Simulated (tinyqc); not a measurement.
Band edges of strained Si(1-x)Ge(x) on relaxed Si(1-y)Ge(y): sweeps and comparisons. A value that a table varies takes the place of the one given here.

Values are linear in the Ge fraction but for ED(x) = linear - CD x (1 - x) and a(x) = linear - Ca x (1 - x). Energies are on the common scale of Ev.

Coherent growth on a (111) face: e_par = (a(y) - a(x))/a(x), e_perp = -(2 C11 + 4 C12 - 4 C44)/(C11 + 2 C12 + 4 C44) e_par; exx = eyy = ezz = (2 e_par + e_perp)/3 and exy = eyz = ezx = (e_perp - e_par)/3.

A valley with unit axis u lies at Ev + gap + (av + a_valley) tr(e) + Xu (u.e.u - tr(e)/3); the Delta axes are x, y, z and the L axes [111], [1-1-1], [-11-1], [-1-11]. The second-order shift of the Delta valleys under shear is left out; it lowers the pair normal to the sheared plane by tens of meV at a shear of 1 %.

Valence edges: Ev plus the levels of the 6 x 6 matrix of X, Y, Z times spin with -Dso/3 + l exx + m (eyy + ezz) on the diagonal (cyclic), n exy off it, l = av + 2 b, m = av - b, n = sqrt(3) d. Spin-orbit term (Dso/3) L.sigma on X, Y, Z with (L_k)_ij = -i epsilon_kij: <X+|H|Y+> = -i Dso/3, <X+|H|Z-> = Dso/3, <Y+|H|Z-> = -i Dso/3, <Z+|H|X-> = -Dso/3, <Z+|H|Y-> = i Dso/3, <X-|H|Y-> = i Dso/3, and their conjugates; + and - are the spin along z.

Coherent growth: e_par = (a(y) - a(x))/a(x). (001): e_perp = -2 (C12/C11) e_par; exx = eyy = e_par, ezz = e_perp, no shear. (111): e_perp = -(2 C11 + 4 C12 - 4 C44)/(C11 + 2 C12 + 4 C44) e_par; exx = eyy = ezz = (2 e_par + e_perp)/3 and exy = eyz = ezx = (e_perp - e_par)/3. (110): e_perp = -(C11 + 3 C12 - 2 C44)/(C11 + C12 + 2 C44) e_par; exx = eyy = (e_par + e_perp)/2, ezz = e_par, exy = (e_perp - e_par)/2, eyz = ezx = 0.

Values chosen for the exercise (end members near Si and Ge, in this order; not measured data):
```
symbol  value           unit      meaning
a       (5.43, 5.663)   angstrom  lattice constant
Dso     (0.043, 0.293)  eV        spin-orbit splitting
av      (2.47, 1.23)    eV        valence hydrostatic potential
b       (-2.08, -2.54)  eV        tetragonal shear potential
d       (-4.87, -5.24)  eV        trigonal shear potential
C11     (165.5, 128.6)  GPa
C12     (64.8, 48.7)    GPa
C44     (80.3, 67.5)    GPa
Ev      (0, 0.67)       eV        top of the unstrained valence band
ED      (1.138, 0.936)  eV        gap to the Delta valleys
EL      (1.979, 0.745)  eV        gap to the L valleys
aD      (1.89, 1.23)    eV        hydrostatic potential of the Delta gap
aL      (-2.93, -2.88)  eV        hydrostatic potential of the L gap
XuD     (9.52, 9.47)    eV        uniaxial potential, Delta
XuL     (16.49, 14.88)  eV        uniaxial potential, L
CD      0.188           eV        bowing of the Delta gap
Ca      0.027           angstrom  bowing of the lattice constant
face    111                       growth face
y       0.54                      Ge fraction of the relaxed buffer
x       1                         Ge fraction of the layer
```

## Composition of the layer

The buffer is kept. dEc = Ec(buffer) - Ec(layer), dEv = Ev(layer) - Ev(buffer); buffer edges Ev(y) and Ev(y) + min(ED, EL). The digit behind Delta or L counts whole valleys.

Results:
```
x,e_par (%),lowest valleys,gap (eV),next valleys above (meV),valence splitting (meV),dEc (eV),dEv (eV)
0.00,2.19,Delta6,1.038,329,253,0.056,-0.113
0.14,1.64,Delta6,1.020,343,180,0.057,-0.095
0.29,1.04,Delta6,1.006,347,105,0.046,-0.070
0.43,0.46,Delta6,0.994,341,42,0.025,-0.036
0.57,-0.13,Delta6,0.968,302,10,-0.008,0.022
0.71,-0.73,Delta6,0.909,163,51,-0.052,0.125
0.86,-1.39,Delta6,0.855,7,86,-0.113,0.240
1.00,-2.01,L3,0.666,147,114,-0.034,0.351
```

How do the results move?

The gap is 1.038 eV in the first row and 0.666 eV in the last. The lowest valleys change: Delta6 to L3 between x = 0.86 and 1.00. Per 0.1 of x the valence offset moves by +46 meV on average; the conduction offset lies between -113 and +57 meV, not monotonically. Electrons and holes sit on opposite sides in every row (type II). Offsets below about 30 meV are within the spread of parameter sets, so those rows do not settle the type. Strains above 2 % can be kept only in layers of a few nanometres.

## Composition of the buffer

The layer is kept. dEc = Ec(buffer) - Ec(layer), dEv = Ev(layer) - Ev(buffer); buffer edges Ev(y) and Ev(y) + min(ED, EL). The digit behind Delta or L counts whole valleys.

Results:
```
y,e_par (%),lowest valleys,gap (eV),next valleys above (meV),valence splitting (meV),dEc (eV),dEv (eV)
0.45,-2.38,L3,0.651,139,124,-0.069,0.419
0.53,-2.05,L3,0.664,146,115,-0.038,0.359
0.61,-1.72,L3,0.677,153,103,-0.005,0.298
0.69,-1.38,L3,0.691,161,89,0.031,0.237
0.76,-1.07,L3,0.703,167,74,0.064,0.184
0.84,-0.72,L3,0.716,131,53,0.103,0.123
0.92,-0.36,L3,0.731,66,29,0.052,0.061
```

What does this show, and why?

The gap is 0.651 eV in the first row and 0.731 eV in the last. The lowest valleys are L3 throughout. Per 0.1 of y the valence offset moves by -76 meV on average; the conduction offset lies between -69 and +103 meV, not monotonically. Both carriers sit on one side for y = 0.69, 0.76, 0.84 and 0.92, and on opposite sides elsewhere. Offsets below about 30 meV are within the spread of parameter sets, so those rows do not settle the type. Strains above 2 % can be kept only in layers of a few nanometres.

## The same layer on three faces

dEc = Ec(buffer) - Ec(layer), dEv = Ev(layer) - Ev(buffer); buffer edges Ev(y) and Ev(y) + min(ED, EL). The digit behind Delta or L counts whole valleys.

Results:
```
face,e_par (%),lowest valleys,gap (eV),next valleys above (meV),valence splitting (meV),dEc (eV),dEv (eV),Delta spread (meV),L spread (meV)
(001),-2.01,Delta4,0.704,23,119,-0.089,0.367,335,0
(111),-2.01,L3,0.666,147,114,-0.034,0.351,0,364
(110),-2.01,L2,0.605,115,116,0.022,0.355,138,289
```

What can be read from the table?

On (001) only the Delta valleys split (335 meV), on (111) only the L valleys (364 meV), on (110) both (138 and 289 meV). The lowest valleys are Delta4 on (001), L3 on (111) and L2 on (110); the smallest gap is 0.605 eV on (110) and the largest 0.704 eV on (001).

## What each parameter does

dEc = Ec(buffer) - Ec(layer), dEv = Ev(layer) - Ev(buffer); buffer edges Ev(y) and Ev(y) + min(ED, EL). Each row changes one parameter from the base and keeps the others.

Results:
```
case,gap (eV),valence splitting (meV),dEc (eV),dEv (eV)
base,0.6655,113.6,-0.0343,0.3510
x = 0.97,0.7074,108.0,-0.0520,0.3269
y = 0.57,0.6705,109.5,-0.0219,0.3282
CD = 0.238 eV,0.6655,113.6,-0.0467,0.3510
"XuL = (18.963, 17.112) eV",0.6519,113.6,-0.0206,0.3510
"XuD = (10.948, 10.89) eV",0.6655,113.6,-0.0343,0.3510
"Dso = (0.049, 0.337) eV",0.6655,120.2,-0.0343,0.3510
"b = (-2.392, -2.921) eV",0.6655,113.6,-0.0343,0.3510
"aL = (-3.37, -3.312) eV",0.6797,113.6,-0.0485,0.3510
```

What can be read from the table?

The largest shifts from the base row, up to three for each result and ties (the steps differ in size, so this ranks the rows, not the parameters). gap (eV): x +0.0418, aL +0.0142, XuL -0.0136; unchanged at the printed digits by CD, XuD, Dso and b. valence splitting (meV): Dso +6.6, x -5.7, y -4.2; unchanged at the printed digits by CD, XuL, XuD, b and aL. dEc (eV): x -0.0178, aL -0.0142, XuL +0.0136; unchanged at the printed digits by XuD, Dso and b. dEv (eV): x -0.0241, y -0.0228; unchanged at the printed digits by CD, XuL, XuD, Dso, b and aL. The lowest valleys of the layer are L3, so among the conduction-band potentials only those of that family reach the gap and dEc; the buffer is unstrained. A shift large enough to swap the lowest family would change that.

tinyqc: `OMP_NUM_THREADS=1 python tinyqc.py 1080759 1080760 out.jsonl`; about 0.01 s, one thread, shared Intel(R) Xeon(R) Processor @ 2.30GHz.
